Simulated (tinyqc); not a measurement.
# Charge pumping in an n-channel transistor: what changes with what

The gate is pulsed from accumulation to inversion and back. Energies E are counted from the intrinsic level; Dit(E) = D0 [1 + b (2 E/Eg)^2]. During each edge the traps near the bands emit their carriers, and those between Eh and Ee recombine once a cycle.

Parameters, values chosen for the exercise; band and dielectric values close to those of silicon: temperature T = 300 K; band gap Eg = 1.13 eV; conduction-band density of states at 300 K Nc = 2.8e19 cm^-3; valence-band density of states at 300 K Nv = 2.63e19 cm^-3; gate area A = 52 um^2; trap density at midgap D0 = 3.6e10 cm^-2 eV^-1; rise of the trap density towards the band edges b = 6.6; cross-section for electrons sn = 3e-16 cm^2; cross-section for holes sp = 1.4e-16 cm^2; thermal velocity at 300 K, one nominal value for electrons and holes vth = 1.1e7 cm/s; Vth - Vfb dV = 0.53 V; pulse height Va = 3.3 V; frequency f = 2.4e5 Hz; rise time tr = 580 ns.

Constants: q = 1.602176634e-19 C, kB = 1.380649e-23 J/K, Vt = kB T/q. Results are converted to the units shown.

Each table varies one quantity; the others keep the values above.

## Scanning the upper gap with the fall time

ni = sqrt(Nc Nv) exp(-Eg/(2 Vt)), Eg in volts; emission times te = (dV/Va) tf and th = (dV/Va) tr; Ee = -Vt ln(vth sn ni te), Eh = +Vt ln(vth sp ni th). Nit = integral of Dit from Eh to Ee = D0 [Ee - Eh + 4 b (Ee^3 - Eh^3)/(3 Eg^2)], Qcp = q A Nit, Icp = f Qcp.

The same in every row: Eh (eV) = -0.3513.

Scanning the upper gap with the fall time:

| tf (ns) | Ee (eV) | Nit (cm^-2) | Icp (pA) |
|---|---|---|---|
| 4.2 | 0.4590 | 6.391e10 | 1278 |
| 14 | 0.4279 | 5.824e10 | 1164 |
| 44 | 0.3982 | 5.341e10 | 1068 |
| 140 | 0.3683 | 4.906e10 | 980.9 |
| 450 | 0.3381 | 4.517e10 | 903.1 |
| 1400 | 0.3088 | 4.182e10 | 836.3 |

What does the comparison show?

Ee falls from 0.459 to 0.309 eV, by Vt ln 10 a decade, and Icp falls from 1280 to 836 pA. The slope -dNit/d(ln tf)/Vt gives Dit = 1.82e11 cm^-2 eV^-1 near E = 0.443 eV and 1.14e11 near 0.323 eV, against 1.82e11 and 1.14e11 from the profile.

## Triangular pulses against frequency

Same model as above.

For a symmetric triangular wave tr = tf = 1/(2 f).

Results:

| f (Hz) | Ee (eV) | Eh (eV) | Nit (cm^-2) | Icp (pA) | Qcp (fC) |
|---|---|---|---|---|---|
| 2200 | 0.1772 | -0.1969 | 1.674e10 | 3.069 | 1.395 |
| 5100 | 0.1990 | -0.2187 | 1.958e10 | 8.320 | 1.631 |
| 12000 | 0.2211 | -0.2408 | 2.277e10 | 22.77 | 1.897 |
| 59000 | 0.2623 | -0.2820 | 2.963e10 | 145.6 | 2.468 |
| 1.3e5 | 0.2827 | -0.3024 | 3.352e10 | 363.1 | 2.793 |
| 3e5 | 0.3043 | -0.3240 | 3.805e10 | 950.9 | 3.170 |
| 6.9e5 | 0.3258 | -0.3455 | 4.299e10 | 2471 | 3.581 |
| 1.6e6 | 0.3476 | -0.3673 | 4.844e10 | 6457 | 4.036 |
| 3.5e6 | 0.3678 | -0.3875 | 5.397e10 | 1.574e4 | 4.497 |

Estimate the missing row, f = 26000 Hz.

Computed row:

| f (Hz) | Ee (eV) | Eh (eV) | Nit (cm^-2) | Icp (pA) | Qcp (fC) |
|---|---|---|---|---|---|
| 26000 | 0.2411 | -0.2608 | 2.594e10 | 56.19 | 2.161 |

With this row back in the table: Qcp rises from 1.40 to 4.50 fC, by 0.647 fC a decade between the first two rows and 1.36 between the last two (2 q A D0 Vt ln 10 = 0.357 fC): faster edges leave less time for emission and widen the window, so Icp grows faster than f, as f^(1.16).

Range of the model: The Fermi levels of inversion and accumulation are taken to lie beyond Ee and Eh, the flat tops to fill all traps, and no geometric current is added.

Program tinyqc, `OMP_NUM_THREADS=1 python tinyqc.py 2030045 2030046 out.jsonl`; Intel Xeon 2.30GHz, shared host, one thread, about 0.01 s.
